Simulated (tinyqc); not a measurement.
# Composition from the perpendicular lattice constant

Inverse problem. The layer is x parts of the first compound and 1 - x of the second, grown coherently on the second as substrate and barrier. Rows of the table: lattice constant a, average valence level Ea on an absolute scale, spin-orbit splitting so, gaps at Gamma, X and L, hydrostatic deformation potentials av and ac (Gamma), shear potential b, elastic constants, electron and heavy-hole (along z) masses. All are interpolated linearly in x; gaps get -C x (1 - x), taken wholly in the conduction band; real line-ups can differ from this model by 0.1 eV or more. In-plane strain e = (a_substrate - a)/a, e_z = -2 (c12/c11) e, volume change 2 e + e_z. X-ray diffraction gives a_z = a (1 + e_z) of the coherent layer. Find x, e and the relaxed Gamma gap.

Inputs (values chosen for the exercise): bowing of the Gamma gap CG = 0.37 eV; bowing of the X gap CX = 0.055 eV; bowing of the L gap CL = 0 eV.

Binary compounds, values chosen for the exercise:

|  | close to AlAs | close to GaAs |
|---|---|---|
| a (angstrom) | 5.661 | 5.653 |
| Ea (eV) | -7.49 | -6.92 |
| so (eV) | 0.277 | 0.338 |
| EG (eV) | 3.04 | 1.4 |
| EX (eV) | 2.13 | 1.89 |
| EL (eV) | 2.37 | 1.71 |
| av (eV) | 2.45 | 1.15 |
| ac (eV) | -5.69 | -7.25 |
| b (eV) | -1.51 | -1.71 |
| c11 (GPa) | 123 | 120 |
| c12 (GPa) | 53.8 | 54.5 |
| me (m0) | 0.15 | 0.0676 |
| mh (m0) | 0.468 | 0.346 |

lattice constant along the growth direction = 5.66101510 angstrom

Answer. a_z changes steadily with x, about (1 + 2 c12/c11) times as fast as the relaxed lattice constant, so one composition matches.

x = 0.5300
e = -0.07495 %
relaxed Gamma gap = 2.177 eV

Computed by the program tinyqc: `OMP_NUM_THREADS=1 python tinyqc.py 2690126 2690127 out.jsonl`, one thread of a shared Intel Xeon 2.30GHz, about 0.01 s for the whole run.
